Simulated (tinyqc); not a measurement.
Pi bands of a honeycomb layer in tight binding, step by step. Values are carried at full precision from step to step, so a last printed digit may differ when a step is redone from the rounded ones.

Lattice vectors a (1,0) and a (1/2, sqrt3/2); f = exp(i ky a/sqrt3) + 2 cos(kx a/2) exp(-i ky a/(2 sqrt3)), w = |f|. H = [[D - t2 F, -t f], [., -D - t2 F]] with F = w^2 - 3, S = [[1, s0 f], [., 1]]; the levels solve det(H - E S) = 0. K = (4 pi/3a, 0), M = (pi/a, pi/(sqrt3 a)); w = 3, 1, 0 at Gamma, M, K.

Constants: hbar = 6.58211957e-16 eV s; hbar^2/2m0 = 3.80998211 eV angstrom^2.

Values chosen for the exercise (of the size used for hexagonal BN; shifted at random, so the results belong to these values and not to a real crystal):

| symbol | value | unit | meaning |
|---|---|---|---|
| a | 2.5 | angstrom | lattice constant |
| t | 2.39 | eV | nearest hopping |
| t2 | 0.08 | eV | second-neighbour hopping |
| s0 | 0.074 |  | overlap of neighbours |
| D | 2.71 | eV | +D on A, -D on B |
| k | (1.47, 0.9) | 1/angstrom | wave vector |

## H and S at one k

Form f, w, F and the two matrices.

f = -0.15135+1.28210i
w = 1.29100
F = -1.33332

H (eV):
```
                A               B
A          2.8167  0.3617-3.0642i
B  0.3617+3.0642i         -2.6033
```

S:
```
                   A                  B
A            1.00000  -0.01120+0.09488i
B  -0.01120-0.09488i            1.00000
```

## The secular equation

det(H - E S) = 0 reads (e - E)^2 - D^2 - (t + s0 E)^2 w^2 = 0 with e = -t2 (w^2 - 3), that is c2 E^2 + 2 c1 E + c0 = 0 with c2 = 1 - s0^2 w^2, c1 = -(e + t s0 w^2), c0 = e^2 - D^2 - t^2 w^2.

c2, c1, c0: 0.9909  -0.4014  -16.8529

levels (eV): -3.7388  4.5491

## Levels at Gamma, M and K

Solve the quadratic (e - E)^2 - D^2 - (t + s0 E)^2 w^2 = 0 with e = -t2 (w^2 - 3), for w = 3, 1, 0.

Levels (eV):

| point | w | lower | upper | difference |
|---|---|---|---|---|
| Gamma | 3 | -6.7631 | 9.1018 | 15.8649 |
| M | 1 | -3.2968 | 3.9742 | 7.2711 |
| K | 0 | -2.4700 | 2.9500 | 5.4200 |

Measured from the middle of the levels at K (0.240 eV), the upper band reaches 8.862 eV and the lower -7.003 eV at Gamma: the upper band is the wider; overlap stretches the upper band and positive t2 the lower. The saddle points at M give the absorption peak at 7.271 eV in this one-electron picture.

## Near K

w = (sqrt3/2) a q to first order in the distance q from K. Effective hopping t* = t + 3 t2 s0, hbar v = (sqrt3/2) a t*, v in m/s = hbar v x 1e-10/hbar; band-edge masses follow from E^2 = D^2 + (hbar v q)^2 when t2 = s0 = 0: m/m0 = 2 c D/(hbar v)^2, c = hbar^2/2m0.

hbar v = 5.2130 eV angstrom
v = 7.920e+05 m/s
mass = 0.7599 m0

## Checks

- Roots of the quadratic against the generalised eigenproblem: they agree to 1e-10 or better.

Program tinyqc; command `OMP_NUM_THREADS=1 python tinyqc.py 1482098 1482099 out.jsonl`; about 0.01 s on one thread of a shared Intel(R) Xeon(R) Processor @ 2.30GHz.
